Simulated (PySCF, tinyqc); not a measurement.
Inside a calculation. Method: CIS on RHF in the sto-3g basis, for H3-, spin multiplicity 1. The basis has no diffuse functions, so it cannot describe the extra electron: this is an exercise in the method, not the real anion. The lowest restricted solution is unstable here: a spin-polarised one lies 0.1744 hartree lower (PySCF). One step of it, computed by the program tinyqc.

Problem. CIS matrix, singlets. A(ia,jb) = (e_a - e_i) d_ij d_ab + 2 (ia|jb) - (ij|ab).

orbital energies (hartree): MO1 -0.112145, MO2 0.540100, MO3 0.761186

Two-electron integrals over orbitals (pq|rs), unique and non-zero (hartree):
```
(11|11) 0.568615    (21|11) -0.033942   (21|21) 0.104392    (22|11) 0.503275
(22|21) 0.117810    (22|22) 0.703289    (31|31) 0.174684    (32|31) -0.085473
(32|32) 0.049865    (33|11) 0.573501    (33|21) -0.084951   (33|22) 0.445388
(33|33) 0.633259
```

Give: CIS matrix A, singlet.

Solution.

CIS matrix A, singlet (hartree):
```
         1>3      2>3
1>3   0.6492  -0.0860
2>3  -0.0860  -0.1246
```
